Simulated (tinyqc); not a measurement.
Inside a calculation. Method: RKS/exchange-only LDA in the sto-3g basis, for BeH2, spin multiplicity 1. One step of it, computed by the program tinyqc.

Question. Iteration 2: building the Kohn-Sham matrix. J_ij = sum D_kl (ij|kl); F = H + J + V_xc; E = tr D H + tr D J / 2 + E_xc + E_nn.

D after iteration 1:
```
            1Be 1s     1Be 2s   1Be 2px    1Be 2py   1Be 2pz      2H 1s      3H 1s
1Be 1s    2.047560  -0.143181  0.000000   0.000000  0.000000  -0.206721  -0.206721
1Be 2s   -0.143181   0.629687  0.000000   0.000000  0.000000   0.446249   0.446249
1Be 2px   0.000000   0.000000  0.000000   0.000000  0.000000   0.000000   0.000000
1Be 2py   0.000000   0.000000  0.000000   0.439528  0.000000   0.406118  -0.406118
1Be 2pz   0.000000   0.000000  0.000000   0.000000  0.000000   0.000000   0.000000
2H 1s    -0.206721   0.446249  0.000000   0.406118  0.000000   0.696995  -0.053500
3H 1s    -0.206721   0.446249  0.000000  -0.406118  0.000000  -0.053500   0.696995
```

core Hamiltonian H = T + V (hartree):
```
            1Be 1s     1Be 2s    1Be 2px    1Be 2py    1Be 2pz      2H 1s      3H 1s
1Be 1s   -8.629620  -2.130140   0.000000   0.000000   0.000000  -0.519493  -0.519493
1Be 2s   -2.130140  -2.821288   0.000000   0.000000   0.000000  -1.220844  -1.220844
1Be 2px   0.000000   0.000000  -2.279417   0.000000   0.000000   0.000000   0.000000
1Be 2py   0.000000   0.000000   0.000000  -2.501693   0.000000  -1.278270   1.278270
1Be 2pz   0.000000   0.000000   0.000000   0.000000  -2.279417   0.000000   0.000000
2H 1s    -0.519493  -1.220844   0.000000  -1.278270   0.000000  -2.172303  -0.107563
3H 1s    -0.519493  -1.220844   0.000000   1.278270   0.000000  -0.107563  -2.172303
```

Two-electron integrals (ij|kl) in chemists' order, unique and non-zero (hartree):
```
(11|11) 2.298831    (21|11) 0.392036    (21|21) 0.079539    (22|11) 0.570988
(22|21) 0.143041    (22|22) 0.417683    (31|31) 0.014607    (32|31) 0.021888
(32|32) 0.092265    (33|11) 0.569578    (33|21) 0.143083    (33|22) 0.417589
(33|33) 0.449859    (41|41) 0.014607    (42|41) 0.021888    (42|42) 0.092265
(43|43) 0.024249    (44|11) 0.569578    (44|21) 0.143083    (44|22) 0.417589
(44|33) 0.401360    (44|44) 0.449859    (51|51) 0.014607    (52|51) 0.021888
(52|52) 0.092265    (53|53) 0.024249    (54|54) 0.024249    (55|11) 0.569578
(55|21) 0.143083    (55|22) 0.417589    (55|33) 0.401360    (55|44) 0.401360
(55|55) 0.449859    (61|11) 0.093391    (61|21) 0.018934    (61|22) 0.034312
(61|33) 0.034063    (61|41) 0.001692    (61|42) 0.003171    (61|44) 0.034828
(61|55) 0.034063    (61|61) 0.004731    (62|11) 0.212906    (62|21) 0.054043
(62|22) 0.170214    (62|33) 0.163927    (62|41) 0.007101    (62|42) 0.042342
(62|44) 0.182635    (62|55) 0.163927    (62|61) 0.014223    (62|62) 0.100625
(63|31) 0.005135    (63|32) 0.023587    (63|43) 0.007467    (63|63) 0.009653
(64|11) 0.223625    (64|21) 0.057488    (64|22) 0.189983    (64|33) 0.178730
(64|41) 0.011605    (64|42) 0.066131    (64|44) 0.212294    (64|55) 0.178730
(64|61) 0.015867    (64|62) 0.128133    (64|64) 0.169132    (65|51) 0.005135
(65|52) 0.023587    (65|54) 0.007467    (65|65) 0.009653    (66|11) 0.378312
(66|21) 0.097803    (66|22) 0.343984    (66|33) 0.318982    (66|41) 0.015591
(66|42) 0.118119    (66|44) 0.393718    (66|55) 0.318982    (66|61) 0.026515
(66|62) 0.254785    (66|64) 0.345401    (66|66) 0.774606    (71|11) 0.093391
(71|21) 0.018934    (71|22) 0.034312    (71|33) 0.034063    (71|41) -0.001692
(71|42) -0.003171   (71|44) 0.034828    (71|55) 0.034063    (71|61) 0.004314
(71|62) 0.011996    (71|64) 0.012259    (71|66) 0.021384    (71|71) 0.004731
(72|11) 0.212906    (72|21) 0.054043    (72|22) 0.170214    (72|33) 0.163927
(72|41) -0.007101   (72|42) -0.042342   (72|44) 0.182635    (72|55) 0.163927
(72|61) 0.011996    (72|62) 0.053783    (72|64) 0.054387    (72|66) 0.100970
(72|71) 0.014223    (72|72) 0.100625    (73|31) 0.005135    (73|32) 0.023587
(73|43) -0.007467   (73|63) 0.004162    (73|73) 0.009653    (74|11) -0.223625
(74|21) -0.057488   (74|22) -0.189983   (74|33) -0.178730   (74|41) 0.011605
(74|42) 0.066131    (74|44) -0.212294   (74|55) -0.178730   (74|61) -0.012259
(74|62) -0.054387   (74|64) -0.052634   (74|66) -0.100419   (74|71) -0.015867
(74|72) -0.128133   (74|74) 0.169132    (75|51) 0.005135    (75|52) 0.023587
(75|54) -0.007467   (75|65) 0.004162    (75|75) 0.009653    (76|11) 0.018255
(76|21) 0.004514    (76|22) 0.012714    (76|33) 0.012514    (76|44) 0.013108
(76|55) 0.012514    (76|61) 0.001087    (76|62) 0.005320    (76|64) 0.006034
(76|66) 0.011048    (76|71) 0.001087    (76|72) 0.005320    (76|74) -0.006034
(76|76) 0.000394    (77|11) 0.378312    (77|21) 0.097803    (77|22) 0.343984
(77|33) 0.318982    (77|41) -0.015591   (77|42) -0.118119   (77|44) 0.393718
(77|55) 0.318982    (77|61) 0.021384    (77|62) 0.100970    (77|64) 0.100419
(77|66) 0.190597    (77|71) 0.026515    (77|72) 0.254785    (77|74) -0.345401
(77|76) 0.011048    (77|77) 0.774606
```

nuclear repulsion = 3.24063854 hartree

V_xc (hartree):
```
            1Be 1s     1Be 2s    1Be 2px    1Be 2py    1Be 2pz      2H 1s      3H 1s
1Be 1s   -1.347503  -0.194217   0.000000   0.000000   0.000000  -0.046919  -0.046919
1Be 2s   -0.194217  -0.275766   0.000000   0.000000   0.000000  -0.144802  -0.144802
1Be 2px   0.000000   0.000000  -0.241993   0.000000   0.000000   0.000000   0.000000
1Be 2py   0.000000   0.000000   0.000000  -0.335774   0.000000  -0.181738   0.181738
1Be 2pz   0.000000   0.000000   0.000000   0.000000  -0.241993   0.000000   0.000000
2H 1s    -0.046919  -0.144802   0.000000  -0.181738   0.000000  -0.396210  -0.009819
3H 1s    -0.046919  -0.144802   0.000000   0.181738   0.000000  -0.009819  -0.396210
```

E_xc = sum of w rho eps_xc = -3.06815261 hartree

Give: Coulomb J; Kohn-Sham matrix F; total energy of this density.

Answer.

Coulomb J (hartree):
```
         1Be 1s  1Be 2s  1Be 2px  1Be 2py  1Be 2pz   2H 1s    3H 1s
1Be 1s   6.3961  1.2430   0.0000   0.0000   0.0000  0.2985   0.2985
1Be 2s   1.2430  2.6370   0.0000   0.0000   0.0000  1.1305   1.1305
1Be 2px  0.0000  0.0000   2.5627   0.0000   0.0000  0.0000   0.0000
1Be 2py  0.0000  0.0000   0.0000   2.7755   0.0000  1.2958  -1.2958
1Be 2pz  0.0000  0.0000   0.0000   0.0000   2.5627  0.0000   0.0000
2H 1s    0.2985  1.1305   0.0000   1.2958   0.0000  2.4676   0.0836
3H 1s    0.2985  1.1305   0.0000  -1.2958   0.0000  0.0836   2.4676
```

Kohn-Sham matrix F (hartree):
```
          1Be 1s   1Be 2s  1Be 2px  1Be 2py  1Be 2pz    2H 1s    3H 1s
1Be 1s   -3.5810  -1.0814   0.0000   0.0000   0.0000  -0.2679  -0.2679
1Be 2s   -1.0814  -0.4601   0.0000   0.0000   0.0000  -0.2351  -0.2351
1Be 2px   0.0000   0.0000   0.0413   0.0000   0.0000   0.0000   0.0000
1Be 2py   0.0000   0.0000   0.0000  -0.0620   0.0000  -0.1642   0.1642
1Be 2pz   0.0000   0.0000   0.0000   0.0000   0.0413   0.0000   0.0000
2H 1s    -0.2679  -0.2351   0.0000  -0.1642   0.0000  -0.1009  -0.0338
3H 1s    -0.2679  -0.2351   0.0000   0.1642   0.0000  -0.0338  -0.1009
```

total energy of this density = -15.142104 hartree
